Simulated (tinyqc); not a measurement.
AlGaN/GaN HEMT, charge control with polarisation charge: course of the iteration.

A two-dimensional electron gas of density ns under a barrier. EF and the subbands are counted from the conduction-band edge of the channel at the interface. Two subbands of a triangular well with an infinite wall, parabolic band, no carriers in the barrier.

Start: ns = 5e10 cm^-2.

F = q (eta ns + Nb)/(eps0 ec) in eV/nm; E_k = a_k (C F^2/me)^(1/3), a_0 = 2.338107, a_1 = 4.087949, C = hbar^2/(2 m0); D = me m0 q/(pi hbar^2); ns = D Vt [ln(1 + exp((EF - E_0)/Vt)) + ln(1 + exp((EF - E_1)/Vt))], which gives EF = E_0 + Vt ln{2 s/[(1 + u) + sqrt((1 + u)^2 + 4 u s)]} with s = exp(ns/(D Vt)) - 1, u = exp((E_0 - E_1)/Vt). Substitution: ns(new) = eps0 eb (Vg - Voff - EF)/(q d) - Nb.

Stop when the step is below 1e-10 of the value, or after 30 iterations.

Parameters, values chosen for the exercise; material values close to those of AlGaN on GaN:
```
symbol  value   unit                                         meaning
T         300      K                                     temperature
d         8.7     nm                               barrier thickness
me       0.21     m0                    electron mass in the channel
ec       9.44                   relative permittivity of the channel
eta       0.5         share of ns that counts in the confining field
Nb          0  cm^-2                  depletion charge of the buffer
Vg      -2.44      V                                    gate voltage
```

Constants: q = 1.602176634e-19 C, kB = 1.380649e-23 J/K, hbar = 1.054571817e-34 J s, m0 = 9.1093837015e-31 kg, Vt = kB T/q, eps0 = 8.8541878128e-14 F/cm where lengths are in cm, hbar^2/(2 m0) = 0.0380998212 eV nm^2. Results are converted to the units shown.

eb = 9.27680
Voff = -2.48209 V

Course of the iteration:
```
iteration  ns before the step (cm^-2)  step (cm^-2)
1                                5e10       8.19e11
2                          8.69289e11      -7.88e11
3                          8.13310e10       6.89e11
4                          7.70429e11      -6.40e11
5                          1.30836e11       5.34e11
6                          6.64998e11      -4.77e11
7                          1.88068e11       3.89e11
8                          5.76812e11      -3.36e11
9                          2.40436e11       2.72e11
...                               ...           ...
22                         3.91411e11      -2.10e10
23                         3.70418e11       1.71e10
24                         3.87562e11      -1.40e10
25                         3.73513e11       1.15e10
26                         3.84993e11       -9.40e9
27                         3.75591e11        7.69e9
28                         3.83277e11       -6.29e9
29                         3.76985e11        5.15e9
30                         3.82130e11       -4.21e9
```

Did this iteration meet its convergence test, and what does its course show?

No. Not converged within 30 iterations: the residual falls steadily but slowly, by a factor of about 0.82 a step over the last four steps (counting the size of the step as the residual). At the solution the slope of the map is -(eps0 eb/(q d)) dEF/dns = -0.82: the steps alternate in sign and shrink by about that factor. A rerun with Newton steps on g = ns + Nb - eps0 eb (Vg - Voff - EF)/(q d) converges in 6 iterations.

Program tinyqc, `OMP_NUM_THREADS=1 python tinyqc.py 2180136 2180137 out.jsonl`; Intel Xeon 2.30GHz, shared host, one thread, about 0.02 s.
